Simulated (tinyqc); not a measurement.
Wafer and channel orientation: ellipsoidal valleys in the axes of a wafer and a channel.

Valleys with axes a along [111], [1-1-1], [-11-1] and [-1-11], one whole valley each; inverse mass tensor w = 1/mt + (1/ml - 1/mt) a a. Device axes: z = nz/|nz|, x = nx/|nx|, y = z cross x; in them a = (ax, ay, az). Confinement mass mz = 1/w_zz. In the plane w_ij is replaced by u_ij = w_ij - w_iz w_jz/w_zz (i, j = x, y); density-of-states mass md = 1/sqrt(det u); conductivity mass along x mc = 1/u_xx; ballistic transport mass mx = u_yy/det u, width mass my = 1/u_yy.

Hard walls: E_n = c (n pi/t)^2/mz, c = hbar^2/2m0, n = 1, 2, 3. Non-degenerate share of a valley proportional to md sum_n exp(-E_n/kT); mean 1/mc = sum of share/mc. 1 nm = 10 angstrom.

Constants: hbar^2/2m0 = 3.80998211 eV angstrom^2; kB = 8.617333262e-05 eV/K.

Values chosen for the exercise (near those of the L valleys of Ge; not measured data):
- ml = 1.601 m0 (longitudinal mass)
- mt = 0.081 m0 (transverse mass)
- t = 7.3 nm (thickness of the film)
- T = 300 K (temperature)

For each face/channel: the lowest ladder (mz, number of valleys, md, E1, share) and the mean conductivity mass over all valleys.

Results:

| face/channel | mz | valleys | md | E1 (meV) | share | mean mc |
|---|---|---|---|---|---|---|
| (110)/[1-11] | 0.221 | 2 | 0.218 | 32.0 | 0.840 | 0.1202 |
| (100)/[011] | 0.119 | 4 | 0.298 | 59.5 | 1.000 | 0.1508 |
| (113)/[1-10] | 0.289 | 1 | 0.191 | 24.5 | 0.549 | 0.1166 |
| (001)/[110] | 0.119 | 4 | 0.298 | 59.5 | 1.000 | 0.1508 |
| (110)/[001] | 0.221 | 2 | 0.218 | 32.0 | 0.840 | 0.3595 |
| (112)/[11-1] | 0.519 | 1 | 0.142 | 13.6 | 0.642 | 0.1781 |
| (110)/[1-10] | 0.221 | 2 | 0.218 | 32.0 | 0.840 | 0.0901 |

The mean conductivity mass is lowest, 0.0901, for (110)/[1-10] and highest, 0.3595, for (110)/[001]; the bulk value is 0.1185. The confinement energy is lowest on the face with the heaviest mz ((112), 14 meV). The density of states of the lowest ladder, valleys times md, runs between 0.142 and 1.191; a small value limits the charge through the quantum capacitance.

(tinyqc, `OMP_NUM_THREADS=1 python tinyqc.py 1850391 1850392 out.jsonl`, Intel(R) Xeon(R) Processor @ 2.30GHz, 1 thread, shared host, about 0.01 s.)
